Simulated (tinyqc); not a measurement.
Reduced Fermi level from a carrier density: charge neutrality of a doped semiconductor with incomplete ionisation. Computed by tinyqc, a small Python program. Command: `OMP_NUM_THREADS=1 python tinyqc.py 3022543 3022544 out.jsonl dopant walk`. One thread of a shared host (Intel(R) Xeon(R) Processor @ 2.30GHz), about 0.05 s of CPU time with the checks.

Energies are counted from the top of the valence band; E_D is measured down from the conduction band and E_A up from the valence band.

Inputs (values chosen for the exercise, modelled on silicon):
```
quantity,value,unit
gap at 0 K E_g0,1.16,eV
Varshni alpha,0.000468,eV/K
Varshni beta,643,K
electron mass m_e,0.33,m_0
valleys M_c,6,-
hole mass m_h,0.783,m_0
temperature T,100,K
```

Doping: n-type, compensated. Statistics of the bands: Fermi-Dirac.

ratios u of density to N: [0.03, 0.083, 0.24, 0.66, 1.9, 5.3, 15]

Constants: m_0 = 9.1093837015e-31 kg; k_B = 1.380649e-23 J/K; h = 6.62607015e-34 J s; k_B = 8.617333262e-05 eV/K.

Method:
- E_g = E_g0 - alpha T^2/(T + beta).
- N_c = 2 M_c (2 pi m_e k_B T/h^2)^(3/2) and N_v = 2 (2 pi m_h k_B T/h^2)^(3/2), masses in units of m_0.
- n_i = sqrt(N_c N_v) exp(-E_g/(2 k_B T)); E_i = E_g/2 + (k_B T/2) ln(N_v/N_c).
- F_1/2(eta) = (2/sqrt(pi)) int_0^infinity sqrt(x)/(1 + exp(x - eta)) dx, by the trapezoid rule in t = sqrt(x) with step 0.02 up to t = 12 (for eta < -12 by exp(eta) - exp(2 eta)/2^(3/2)).
- For u = density/N of the majority band, eta solves F_1/2(eta) = u (bisection). Boltzmann: ln u. Joyce-Dixon: ln u + u/sqrt(8) - 4.95009e-3 u^2 + 1.48386e-4 u^3 - 4.42563e-6 u^4. Degenerate limit: (3 sqrt(pi) u/4)^(2/3). The last column is (eta - ln u) k_B T.

N_c = 5.49303e+18 cm^-3

k_B T = 0.00861733 eV

Eta by four rules:
```
u,density (cm^-3),exact,Boltzmann,Joyce-Dixon,degenerate,Boltzmann error (meV)
0.03,1.6479e+17,-3.4960,-3.5066,-3.4960,0.1167,9.1362e-02
0.083,4.5592e+17,-2.4596,-2.4889,-2.4596,0.2300,2.5258e-01
0.24,1.3183e+18,-1.3425,-1.4271,-1.3425,0.4669,7.2877e-01
0.66,3.6254e+18,-0.1843,-0.4155,-0.1843,0.9165,1.9926e+00
1.9,1.0437e+19,1.2967,0.6419,1.2967,1.8546,5.6430e+00
5.3,2.9113e+19,3.4215,1.6677,3.4211,3.6751,1.5113e+01
15,8.2396e+19,7.2378,2.7081,7.1743,7.3533,3.9035e+01
```

Boltzmann statistics place E_F within 1 meV of the exact value up to u = 0.240 of those listed and miss by 39.0 meV at u = 15. Joyce-Dixon stays within 0.01 in eta up to u = 5.30; the degenerate limit is still 1.6 % high at the last u. A parabolic band is assumed throughout.
